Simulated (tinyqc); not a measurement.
# Metal-interlayer-semiconductor contact, depinning against tunnelling resistance: what changes with what

Zero bias, n-type semiconductor. Gap states at the semiconductor surface thin out as exp(-be ti), which unpins the barrier; electrons must then cross the interlayer (a rectangular barrier, no voltage drop across it) and the parabolic depleted layer, both by WKB. Energies E are counted from the Fermi level; no image force, parabolic bands.

Inputs (values chosen for the exercise); semiconductor values close to those of In0.53Ga0.47As; interlayer mass of the order of that in hafnium oxide, offset chosen freely: temperature T = 300 K; band gap Eg = 0.739 eV; relative permittivity eps_r = 13.9; electron affinity chi = 4.44 eV; conduction-band density of states at T Nc = 2.1e17 cm^-3; tunnelling mass in the semiconductor mt = 0.0414 m0; Richardson mass mA = 0.0423 m0; donor density Nd = 2.3e19 cm^-3; charge-neutrality level above the valence band E0 = 0.5 eV; pinning factor without interlayer S0 = 0.14; metal work function phiM = 4.51 eV; interlayer thickness ti = 1.8 nm; conduction-band offset of the interlayer above the semiconductor dE = 1.63 eV; tunnelling mass in the interlayer mi = 0.19 m0; decay constant of gap states through the interlayer be = 3.7 1/nm.

Constants: q = 1.602176634e-19 C, kB = 1.380649e-23 J/K, eps0 = 8.8541878128e-12 F/m, hbar = 1.054571817e-34 J s, h = 6.62607015e-34 J s, m0 = 9.1093837015e-31 kg, Vt = kB T/q, hbar^2/(2 m0) = 0.0380998212 eV nm^2. Results are converted to the units shown.

Each table varies one quantity; the others keep the values above.

## Contact resistivity against the interlayer thickness

S = 1/(1 + (1/S0 - 1) exp(-be ti)); phiB = S (phiM - chi) + (1 - S)(Eg - E0); xi = Ec - EF deep inside, from Nd = Nc F(-xi/Vt), F(x) = (2/sqrt(pi)) int_0^infinity sqrt(u) du/(1 + exp(u - x)); band bending U = phiB - xi; E00 = (hbar/2) sqrt(Nd/(eps0 eps_r mt m0)) in volts; A = 4 pi q mA m0 kB^2/h^3. With U = phiB - xi: for xi < E < phiB, y = (E - xi)/U and G1 = (U/E00) [sqrt(1 - y) - y ln((1 + sqrt(1 - y))/sqrt(y))], G1 = 0 above phiB; G2 = 2 ti sqrt(mi max(phiB + dE - E, 0)/C), C = hbar^2/(2 m0); f = 1/(1 + exp(E/Vt)); 1/rho_c = (A T^2/Vt^2) times the integral of exp(-G1 - G2) f over E from xi upwards. Shares under 0.001 % are printed as 0; rows without band bending are left out.

The same in every row: E00/Vt = 4.54.

Contact resistivity against the interlayer thickness:

| ti (nm) | S | phiB (eV) | rho_c (ohm cm^2) | rho_c with G2 = 0 (ohm cm^2) | peak of the integrand (eV) | share above phiB (%) |
|---|---|---|---|---|---|---|
| 0 | 0.140 | 0.215 | 1.62e-8 | 1.62e-8 | -0.0489 | 0.00691 |
| 0.4 | 0.417 | 0.169 | 1.53e-7 | 1.28e-8 | -0.0477 | 0.0414 |
| 0.8 | 0.759 | 0.111 | 1.29e-6 | 9.79e-9 | -0.0474 | 0.338 |
| 1.2 | 0.932 | 0.0814 | 1.23e-5 | 8.60e-9 | -0.0458 | 1.03 |
| 1.6 | 0.984 | 0.0727 | 1.29e-4 | 8.29e-9 | -0.0431 | 1.56 |
| 2 | 0.996 | 0.0706 | 0.00140 | 8.22e-9 | -0.0402 | 1.91 |
| 2.4 | 0.999 | 0.0701 | 0.0152 | 8.20e-9 | -0.0374 | 2.21 |
| 2.8 | 1.00 | 0.0700 | 0.165 | 8.19e-9 | -0.0347 | 2.52 |
| 3.2 | 1.00 | 0.0700 | 1.79 | 8.19e-9 | -0.0322 | 2.86 |

What does the comparison show?

As ti goes from 0 to 3.2, phiB falls from 0.215 to 0.0700 eV and rho_c rises from 1.62e-8 to 1.79 ohm cm^2. No thickness listed beats the bare contact: tunnelling through the layer costs more than the change of the barrier gains. The ratio of rho_c to its value with G2 = 0 runs from 1.00 to 2.18e8.

## Contact resistivity against the metal work function

Same model as above.

The same in every row: S = 0.992; E00/Vt = 4.54.

Result of one run:

| phiM (eV) | phiB (eV) | rho_c (ohm cm^2) | rho_c with G2 = 0 (ohm cm^2) | peak of the integrand (eV) | share above phiB (%) |
|---|---|---|---|---|---|
| 5.34 | 0.895 | 0.403 | 9.60e-7 | -0.0241 | 0 |

What becomes of these results when the metal work function phiM is changed from 5.34 to 5.14 eV, all else the same?

Result of the changed run:

| phiM (eV) | phiB (eV) | rho_c (ohm cm^2) | rho_c with G2 = 0 (ohm cm^2) | peak of the integrand (eV) | share above phiB (%) |
|---|---|---|---|---|---|
| 5.14 | 0.696 | 0.0681 | 2.65e-7 | -0.0263 | 0 |

The whole series:

| phiM (eV) | phiB (eV) | rho_c (ohm cm^2) | rho_c with G2 = 0 (ohm cm^2) | peak of the integrand (eV) | share above phiB (%) |
|---|---|---|---|---|---|
| 4.34 | -0.0974 | 1.58e-4 | 4.60e-9 | -0.0623 | 45.0 |
| 4.54 | 0.101 | 5.20e-4 | 9.38e-9 | -0.0400 | 0.694 |
| 4.74 | 0.300 | 0.00234 | 2.51e-8 | -0.0331 | 0.00146 |
| 4.94 | 0.498 | 0.0121 | 7.79e-8 | -0.0291 | 0 |
| 5.14 | 0.696 | 0.0681 | 2.65e-7 | -0.0263 | 0 |
| 5.34 | 0.895 | 0.403 | 9.60e-7 | -0.0241 | 0 |
| 5.54 | 1.09 | 2.46 | 3.66e-6 | -0.0224 | 0 |

As phiM goes from 4.34 to 5.54, phiB rises from -0.0974 to 1.09 eV and rho_c rises from 1.58e-4 to 2.46 ohm cm^2. The ratio of rho_c to its value with G2 = 0 runs from 34300 to 6.74e5.

Range of the model: The depletion charge would drop about 0.27 V across such an interlayer (eps_r near 20) at ti = 1.8 nm and Nd = 2.3e19 cm^-3, against a band bending of 0.79 V; this model leaves that drop out.

Numbers from tinyqc (`OMP_NUM_THREADS=1 python tinyqc.py 2270116 2270117 out.jsonl`; about 0.03 s on one thread of a shared Intel Xeon 2.30GHz).
